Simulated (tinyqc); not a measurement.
What the anneal budget does: two-dimensional dopant profile at a mask edge: lateral junction, overlap and effective channel length. Computed by tinyqc, a small Python program. Command: `OMP_NUM_THREADS=1 python tinyqc.py 3030872 3030873 out.jsonl lateral walk`. One thread of a shared host (Intel(R) Xeon(R) Processor @ 2.30GHz), about 0.01 s of CPU time with the checks.

Ions enter for y < 0; the mask (spacer, then gate) covers y > 0. x is the depth. The surface reflects dopant during the anneal.

Inputs (values chosen for the exercise, modelled on a source-drain extension in silicon):
```
quantity               value    unit
dose Q                 1e+15  1/cm^2
projected range R_p       20      nm
vertical straggle        6.8      nm
lateral straggle         5.7      nm
anneal budget D t    1.5e-12    cm^2
channel doping C_B   2.8e+17  1/cm^3
gate length L_g          160      nm
offset spacer           0.76      nm
```

Method:
- Widths s_x^2 = (vertical straggle)^2 + 2 D t, s_y^2 = (lateral straggle)^2 + 2 D t. C(x, y) = V(x) (1/2) erfc(y/(sqrt2 s_y)), V(x) = Q/(sqrt(2 pi) s_x) [exp(-(x - R_p)^2/(2 s_x^2)) + exp(-(x + R_p)^2/(2 s_x^2))]; 1 nm = 1e-7 cm.
- The lateral junction at depth x solves C = C_B: y_j(x) = sqrt2 s_y erfc^-1(2 C_B/V(x)). Overlap under the gate = y_j(0) - spacer; metallurgical channel L_met = L_g - 2 overlap (tails from the two sides are not added).
- x_j solves V(x) = C_B. Budgets are multiples of the given D t (at 0 the mirror term is kept, which overstates V(0) as implanted); those with V(0) not above 2.5 C_B are left out.

Junctions (nm):
```
multiple     s_x     s_y     x_j  y_j(0)  y_j/x_j    L_met
0.0        6.800   5.700   46.59   11.95  0.25642   137.62
0.1        8.732   7.905   53.59   20.82  0.38854   119.88
0.3       11.672  11.068   64.01   32.26  0.50406    96.99
1.0       18.608  18.234   87.81   55.52  0.63228    50.47
2.0       25.421  25.149  110.45   76.25  0.69033     9.03
4.0       35.302  35.107  142.40  104.52  0.73399   -47.52
8.0       49.459  49.320  187.13  142.88  0.76356  -124.25
16.0      69.615  69.516  249.65  194.73  0.77999  -227.93
```

What does the comparison show, and why?

The ratio y_j/x_j goes from 0.26 to 0.78: as implanted, x_j includes R_p and y_j only the lateral straggle; after long diffusion both scale roughly with sqrt(D t) as long as V(0) stays far above C_B, and the ratio stays below 1 because the edge starts from half the concentration and an erfc falls faster than the Gaussian. L_met is negative in the rows beyond a multiple of 2: source and drain merge.
